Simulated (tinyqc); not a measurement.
Worked calculation: Luttinger-Kohn k.p, four valence bands. One step of it, computed by the program tinyqc.

Question. Bloch Hamiltonian at k. P = c g1 k^2, Q = c g2 (kx^2 + ky^2 - 2 kz^2), R = c sqrt3 [-g2 (kx^2 - ky^2) + 2i g3 kx ky], S = 2 c sqrt3 g3 (kx - i ky) kz, c = hbar^2/2m = 3.809982 eV angstrom^2; rows [P+Q, -S, R, 0], [-S*, P-Q, 0, R], [R*, 0, P-Q, S], [0, R*, S*, P+Q]. The path ends lie at |k| = 0.03 1/angstrom.

Luttinger parameters chosen for this model; energies are counted downward from the top of the valence band:
```
parameter      value  unit
g1         11.670000
g2          1.370000
g3          1.820000
```

k point k (1/angstrom): -0.031000  -0.047000  0.020000

Give: H(k) at k.

Answer.

H(k) at k (eV), lower triangle (Hermitian):
```
               3/2           1/2           -1/2   -3/2
3/2          0.171
1/2   0.015+0.023i         0.146
-1/2  0.011-0.035i         0.000          0.146
-3/2         0.000  0.011-0.035i  -0.015-0.023i  0.171
```
